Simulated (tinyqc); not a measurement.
What each parameter does: interface roughness in a thin film (subband fluctuation and scattering).

Square well of width t, barriers V0, c = hbar^2/2m0: E1 solves k t + 2 atan[(k/mz)/(kappa/mb)] = pi, k = sqrt(mz E/c), kappa = sqrt(mb (V0 - E)/c). One interface is rough, so the subband edge fluctuates by G dt with G = |dE1/dt| (central difference of 0.01 angstrom; 2 E1/t for hard walls).

Gaussian roughness spectrum S(q) = pi D^2 Lc^2 exp(-q^2 Lc^2/4). Degenerate gas, taken to fill one subband (the second starts to fill once c kF^2/md exceeds E2 - E1, which is not tested here): kF = sqrt(2 pi Ns/gv), q = 2 kF sin(theta/2), 1/tau = (md/(2 pi c hbar)) G^2 times the integral from 0 to pi of S(q)(1 - cos theta)/eps(q)^2 dtheta, eps(q) = 1 + qs/q with screening (qs = gv md q0/(c eps), q0 = e^2/(4 pi eps0), form factors left out, which overstates the screening; other scattering is left out too, so these values lie far above measured mobilities in all but the thinnest films) or 1 without; mobility = tau c2/md with c2 = e/m0 = 1.75882e15 cm^2/(V s^2); 1e12/cm^2 = 1e-4/angstrom^2.

Constants: hbar^2/2m0 = 3.80998211 eV angstrom^2; hbar = 6.58211957e-16 eV s; e^2/(4 pi eps0) = 14.39964547 eV angstrom.

Inputs chosen for the exercise (near those of a thin Ge channel on (111), one valley; shifted at random, so the results belong to these values and not to a real crystal):

| symbol | value | unit | meaning |
|---|---|---|---|
| t | 22 | angstrom | film thickness |
| mz | 1.626 | m0 | confinement mass |
| V0 | 2.23 | eV | barrier |
| mb | 0.3 | m0 | barrier mass |
| md | 0.08 | m0 | mass in the plane |
| gv | 1 |  | valleys |
| D | 3.7 | angstrom | rms height of the roughness |
| Lc | 28 | angstrom | correlation length |
| Ns | 1.1 | x 1e12/cm^2 | sheet density |
| eps | 12.5 |  | mean dielectric constant at the channel |

G, G D, and the screened mobility.

Results for these values:

| case | G (meV/angstrom) | G D (meV) | mobility (cm^2/(V s)) |
|---|---|---|---|
| base | 3.855 | 14.26 | 1.012e+04 |

What happens to each result for V0 = 1.56 eV, all else kept?

Answer: G falls from 3.855 to 3.765; G D falls from 14.26 to 13.93; mobility rises from 1.012e+04 to 1.061e+04.

The same for each parameter in turn:

| case | G (meV/angstrom) | G D (meV) | mobility (cm^2/(V s)) |
|---|---|---|---|
| base | 3.855 | 14.26 | 1.012e+04 |
| t = 18 angstrom | 6.851 | 25.35 | 3205 |
| D = 4.81 angstrom | 3.855 | 18.54 | 5991 |
| Lc = 36 angstrom | 3.855 | 14.26 | 7997 |
| Ns = 1.76 x 1e12/cm^2 | 3.855 | 14.26 | 1.106e+04 |
| mz = 1.87 m0 | 3.404 | 12.59 | 1.298e+04 |
| md = 0.092 m0 | 3.855 | 14.26 | 8490 |
| V0 = 1.56 eV | 3.765 | 13.93 | 1.061e+04 |
| eps = 15 | 3.855 | 14.26 | 8961 |

In the base case G D is 0.43 times EF - E1 = 32.9 meV.

(tinyqc, `OMP_NUM_THREADS=1 python tinyqc.py 1252019 1252020 out.jsonl`, Intel(R) Xeon(R) Processor @ 2.30GHz, 1 thread, shared host, about 0.01 s.)
